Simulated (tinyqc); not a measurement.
# Trench capacitor in an array: capacitance, non-linearity, leakage and relaxation: several studies

A film between two metal electrodes, each interface adding a series capacitance ci. The small-signal permittivity is ek (1 + aq E^2); the field is found with the linear permittivity. Leakage J = J0 sinh(E/Ef). After a voltage step the film passes a relaxation current kr C V tt^(-nr), tt being the time in seconds. The sidewall is a coaxial capacitor with radii a = dm/2 - t and b = dm/2, depth AR dm; the end face is left out.

Inputs (values chosen for the exercise); permittivity of the order of that of tantalum oxide: relative permittivity of the film ek = 26; film thickness t = 24 nm; capacitance of each electrode interface (dead layer and screening) ci = 1000 uF/cm^2; quadratic field coefficient of the permittivity aq = 0.01 cm^2/MV^2; bias V = 1.1 V; exponent of the relaxation current nr = 0.922; strength of the relaxation kr = 0.0034; leakage prefactor J0 = 5e-10 A/cm^2; field for an e-fold rise of the leakage Ef = 0.34 MV/cm; diameter of the hole dm = 210 nm; aspect ratio, depth over diameter AR = 10; pitch of the square array pt = 370 nm; resistivity of the inner electrode rho = 370 uohm cm; duration of the write pulse t0 = 2e-8 s.

Constants: eps0 = 8.8541878128e-14 F/cm where lengths are in cm. Results are converted to the units shown.

Each table varies one quantity; the others keep the values above.

## Capacitance, non-linearity and leakage against thickness

Planar film: Cf = eps0 ek/t, 1/C = 1/Cf + 2/ci, EOT = 3.9 eps0/C, effective permittivity C t/eps0, E = (V/t) C/Cf; quadratic coefficient [C(V)/C - 1]/V^2 with Cf (1 + aq E^2) in C(V).

Capacitance, non-linearity and leakage against thickness:
```
t (nm)  C (uF/cm^2)  EOT (nm)  effective permittivity  E (MV/cm)  quadratic coefficient (ppm/V^2)  J (A/cm^2)
2.5           9.042    0.3819                   25.53      4.320                          1.510e5    8.253e-5
3.7           6.145    0.5619                   25.68      2.936                          7.031e4    1.408e-6
5.5           4.151    0.8319                   25.78      1.983                          3.223e4    8.539e-8
8.2           2.792     1.237                   25.85      1.334                          1.462e4    1.264e-8
12            1.911     1.807                   25.90     0.9132                             6865    3.650e-9
18            1.276     2.707                   25.93     0.6096                             3063    1.460e-9
27           0.8512     4.057                   25.96     0.4067                             1365   7.513e-10
40           0.5749     6.007                   25.97     0.2747                            622.8   4.493e-10
60           0.3834     9.007                   25.98     0.1832                            277.1   2.826e-10
```

C falls from 9.04 to 0.383 uF/cm^2 while the effective permittivity goes from 25.5 to 26.0 (ek = 26). EOT is a straight line in t with slope 3.9/ek = 0.150 and intercept 0.00691 nm. The quadratic coefficient goes as t^(-1.95) between the first two rows and t^(-2.00) between the last two (-2 without interfaces), and J falls by 5.47 decades. For t = 2.5, 3.7 direct tunnelling, left out, would add to the leakage.

## Cell against the film thickness

Per length 1/c = ln(b/a)/(2 pi eps0 ek) + (1/a + 1/b)/(2 pi ci); cell capacitance c AR dm; per footprint over pt^2; fields c V/(2 pi eps0 ek r) at r = a and b; resistance of the inner electrode rho AR dm/(pi a^2); time constant R C/3 of the distributed line.

Result of one run:
```
t (nm)  cell capacitance (fF)  per footprint (uF/cm^2)  field at a (MV/cm)  field at b (MV/cm)  R (kohm)  R C/3 (ps)
15                      19.64                    14.35              0.7904              0.6775    0.3053       1.999
```

What becomes of these results when the film thickness t is changed from 15 to 48 nm, all else the same?

Result of the changed run:
```
t (nm)  cell capacitance (fF)  per footprint (uF/cm^2)  field at a (MV/cm)  field at b (MV/cm)  R (kohm)  R C/3 (ps)
48                      4.967                    3.628              0.3156              0.1713    0.7612       1.260
```

The whole series:
```
t (nm)  cell capacitance (fF)  per footprint (uF/cm^2)  field at a (MV/cm)  field at b (MV/cm)  R (kohm)  R C/3 (ps)
8                       38.11                    27.84               1.423               1.314    0.2629       3.339
11                      27.33                    19.97               1.053              0.9427    0.2799       2.550
15                      19.64                    14.35              0.7904              0.6775    0.3053       1.999
20                      14.34                    10.48              0.6110              0.4946    0.3423       1.636
26                      10.66                    7.785              0.4885              0.3676    0.3963       1.408
36                      7.225                    5.278              0.3792              0.2492    0.5195       1.251
48                      4.967                    3.628              0.3156              0.1713    0.7612       1.260
```

As t goes from 8 to 48, the cell capacitance falls from 38.1 to 4.97 fF, the capacitance per footprint falls from 27.8 to 3.63 uF/cm^2, the ratio of the two fields rises from 1.08 to 1.84 and R C/3 goes from 3.34 through a minimum of 1.25 (at t = 36 among the rows listed) to 1.26 ps; the time constant goes as t^(-0.85) between the first two rows and t^(0.03) between the last two.

## Charge lost after writing

Planar film: Cf = eps0 ek/t, 1/C = 1/Cf + 2/ci, EOT = 3.9 eps0/C, effective permittivity C t/eps0, E = (V/t) C/Cf. A capacitor written for t0 and then left open loses, as a share of C V, kr (tt^(1 - nr) - t0^(1 - nr))/(1 - nr) by relaxation and J tt/(C V) by leakage; both are taken as small, and rows far outside that range are left out.

The same in every row: leakage current (nA/cm^2) = 0.8949.

Results:
```
tt (s)  relaxation current (nA/cm^2)  loss by relaxation (%)  loss by leakage (%)  total loss (%)
1e-6                         1.219e6                  0.3902             8.498e-8          0.3902
1e-5                         1.459e5                  0.6821             8.498e-7          0.6821
0.0001                       1.746e4                   1.032             8.498e-6           1.032
0.001                           2089                   1.450             8.498e-5           1.450
0.01                           250.0                   1.950             8.498e-4           1.951
0.1                            29.92                   2.549             0.008498           2.557
1                              3.581                   3.265              0.08498           3.350
100                          0.05128                   5.149                8.498           13.65
```

Estimate the missing row, tt = 10 s.

Computed row:
```
tt (s)  relaxation current (nA/cm^2)  loss by relaxation (%)  loss by leakage (%)  total loss (%)
10                            0.4285                   4.123               0.8498           4.973
```

With this row back in the table: The two currents are equal at tt = 4.50 s. The loss by relaxation grows from 0.390 to 5.15 %, by 0.292 points over the first decade and 1.03 over the last, while the loss by leakage grows tenfold a decade. Leakage is the larger loss for tt = 100 s. For tt = 100 the falling voltage would already cut the leakage, so the linear estimate overstates the loss.

Numbers from tinyqc (`OMP_NUM_THREADS=1 python tinyqc.py 2102065 2102066 out.jsonl`; about 0.01 s on one thread of a shared Intel Xeon 2.30GHz).
